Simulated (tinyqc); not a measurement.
## Ballast resistance and gain from the on-state line

Inverse problem. At high current V = BV (1 + be)^(-1/n) + I Ro. Find Ro, the intercept and be.

Values chosen for this exercise:
```
symbol  value  unit                         meaning
BV       11.2     V      junction breakdown voltage
n           4        exponent of the multiplication
```

V at I = 3 and 5.9 mA/um (V): 7.5770718  7.9250718

Solution. The slope is Ro; the intercept over BV is (1 + be)^(-1/n).

Ro = 120 ohm um
intercept = 7.22 V
be = 4.80

tinyqc, about 0.01 s, one thread, Intel Xeon 2.30GHz (shared host): `OMP_NUM_THREADS=1 python tinyqc.py 2670005 2670006 out.jsonl`
